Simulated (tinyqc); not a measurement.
MOS inversion layer, Poisson-Schroedinger loop: effect of the sheet density of electrons.

Electrons confined at an insulator interface at z = 0, treated as a hard wall; parabolic valleys, Hartree approximation, no image or exchange terms. The depletion charge lies far deeper than the electrons and gives a uniform field q Nd/(eps0 eps_r); the gate balances all charge. Energies are counted from the band edge at the interface.

Schroedinger equation -(C/mz) psi'' + (V0 + U) psi = E psi, C = hbar^2/(2 m0), psi(0) = 0, on a uniform mesh of 800 nodes with a far wall at 26 nm, 8 levels a set; V0 = q Nd z/(eps0 eps_r); dU/dz = q (Ns - integral of n from 0 to z)/(eps0 eps_r), U(0) = 0; N_k = g md m0 q Vt/(pi hbar^2) ln(1 + exp((EF - E_k)/Vt)), g the number of valleys of the set, sum N_k = Ns. Triangular well: E_k = a_k (C F^2/mz)^(1/3), a_1 = 2.338107, a_2 = 4.087949, C = hbar^2/(2 m0), F in eV/nm. Fang-Howard (all electrons in the lowest level of set A): b^3 = 6 (mz1/C) q (Nd + 11 Ns/32)/(eps0 eps_r), centroid 3/b, level C b^2/(4 mz1) + (3/b) q (Nd + 11 Ns/16)/(eps0 eps_r). The centroid adds 3.9 z_av/eps_r to an oxide-equivalent thickness. Shares under 0.0001 % are printed as 0.

Values chosen for this exercise; masses and permittivity close to those of gallium nitride:
```
symbol   value   unit                                     meaning
T          300      K                                 temperature
eps_r     9.67                              relative permittivity
mz1      0.199     m0  mass along z of valley set A (1 valley(s))
md1      0.197     m0    in-plane density-of-states mass of set A
Nd      9.3e11  cm^-2           sheet density of depletion charge
```

Constants: q = 1.602176634e-19 C, kB = 1.380649e-23 J/K, hbar = 1.054571817e-34 J s, m0 = 9.1093837015e-31 kg, Vt = kB T/q, eps0 = 8.8541878128e-14 F/cm where lengths are in cm, hbar^2/(2 m0) = 0.0380998212 eV nm^2. Results are converted to the units shown.

Effect of the sheet density of electrons:

| Ns (cm^-2) | A1 (meV) | A2 (meV) | EF (meV) | share of A1 (%) | share of A2 (%) | centroid z_av (nm) | added oxide equivalent (nm) | Fang-Howard centroid (nm) |
|---|---|---|---|---|---|---|---|---|
| 1e11 | 95.4 | 164 | 14.9 | 92.5 | 6.62 | 3.64 | 1.47 | 3.63 |
| 2.1e11 | 101 | 170 | 40.0 | 92.6 | 6.51 | 3.59 | 1.45 | 3.58 |
| 4.5e11 | 112 | 184 | 72.2 | 92.8 | 6.31 | 3.48 | 1.40 | 3.49 |
| 9.7e11 | 134 | 210 | 118 | 93.2 | 5.99 | 3.30 | 1.33 | 3.32 |
| 2.1e12 | 178 | 263 | 189 | 93.7 | 5.62 | 3.01 | 1.21 | 3.03 |
| 4.4e12 | 254 | 354 | 300 | 93.8 | 5.62 | 2.66 | 1.07 | 2.66 |
| 9.4e12 | 391 | 522 | 496 | 92.4 | 6.96 | 2.29 | 0.922 | 2.23 |
| 2e13 | 625 | 825 | 840 | 88.3 | 10.8 | 1.96 | 0.791 | 1.81 |

As Ns goes from 1e11 to 2e13, A1 rises from 95.4 to 625 meV, the share of A1 goes from 92.5 through a maximum of 93.8 (at Ns = 4.4e12 among the rows listed) to 88.3 % and the centroid falls from 3.64 to 1.96 nm. A1 goes as Ns^(0.62) between the last two rows (a triangular well in the field of that charge alone gives 2/3). EF lies more than 2 meV above A1 for Ns = 2.1e12, 4.4e12, 9.4e12, 2e13. The Fang-Howard centroid is 0.28 % below the full one in the first row, where A1 holds 92.5 %, and 7.8 % below it in the last, where A1 holds 88.3 %.

Numbers from tinyqc (`OMP_NUM_THREADS=1 python tinyqc.py 2160001 2160002 out.jsonl`; about 0.6 s on one thread of a shared Intel Xeon 2.30GHz).
